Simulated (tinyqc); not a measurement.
Changing the mean free path l: BCS gap equation with a constant attraction inside the Debye window. Computed by tinyqc, a small Python program. Command: `OMP_NUM_THREADS=1 python tinyqc.py 3024267 3024268 out.jsonl bcs sweep`. One thread of a shared host (Intel(R) Xeon(R) Processor @ 2.30GHz), about 0.01 s of CPU time with the checks.

Pairs attract with strength V for |xi| < k_B Theta; N(0) is the density of states for one spin. Energies are given as temperatures (E/k_B, in K) unless marked.

Inputs (values chosen for the exercise, modelled on vanadium): coupling N(0)V = 0.228; Debye temperature Theta = 381 K; Fermi velocity v_F = 300000 m/s; electron density n = 6.97 1e28/m^3.

Solver: secant.

Constants: k_B = 8.617333262e-05 eV/K; hbar = 1.054571817e-34 J s; k_B = 1.380649e-23 J/K; m_0 = 9.1093837015e-31 kg; eps_0 = 8.8541878128e-12 F/m; c = 299792458 m/s; e = 1.602176634e-19 C.

Method. At T = 0 the gap equation 1/(N(0)V) = int_0^Theta d xi/sqrt(xi^2 + Delta^2) has the integral arcsinh(Theta/Delta), so Delta_0 = Theta/sinh(1/(N(0)V)); weak coupling gives 2 Theta exp(-1/(N(0)V)). xi_0 = hbar v_F/(pi Delta_0); lambda_L = sqrt(m_0 eps_0 c^2/(n e^2)); N(0) = 3 n/(2 m_0 v_F^2) for one spin; condensation energy N(0) Delta_0^2/2 = B_c^2/(2 mu_0), mu_0 = 1/(eps_0 c^2); with scattering lambda = lambda_L sqrt(1 + xi_0/l) in the local limit (where xi_0 and l both exceed lambda, nonlocal response makes the true depth larger); Ginzburg-Landau kappa = 0.96 lambda_L/xi_0 + 0.72 lambda_L/l. Free-electron mass throughout; heavier carriers, as in niobium or vanadium, give a larger lambda_L and kappa and can make the metal type II.

One run for each value:
```
mean free path l (nm)  Ginzburg-Landau kappa  depth with scattering (nm)  coherence length xi_0 (nm)
1                                      14.74                       177.6                       76.87
3                                       5.08                       103.9                       76.87
8                                       2.06                        65.6                       76.87
20                                      0.98                        44.3                       76.87
70                                      0.46                        29.2                       76.87
200                                     0.32                        23.7                       76.87
600                                     0.28                        21.4                       76.87
2000                                    0.26                        20.5                       76.87
5000                                    0.25                        20.3                       76.87
```

Over the rows, Ginzburg-Landau kappa falls from 14.7 to 0.254 (exponent d ln y / d ln x -0.97 between the first rows and -0.019 between the last); depth with scattering (nm) falls from 178 to 20.3 (exponent d ln y / d ln x -0.49 between the first rows and -0.012 between the last); coherence length xi_0 (nm) does not change. At the low end the exponent of Ginzburg-Landau kappa is -0.97, close to -1: the dirty limit. At the high end the exponent of Ginzburg-Landau kappa is -0.02, close to 0: the clean limit. At the low end the exponent of depth with scattering is -0.49, close to -0.50: the dirty limit. At the high end the exponent of depth with scattering is -0.01, close to 0: the clean limit. The metal turns from type II to type I between l = 20 and 70 nm.
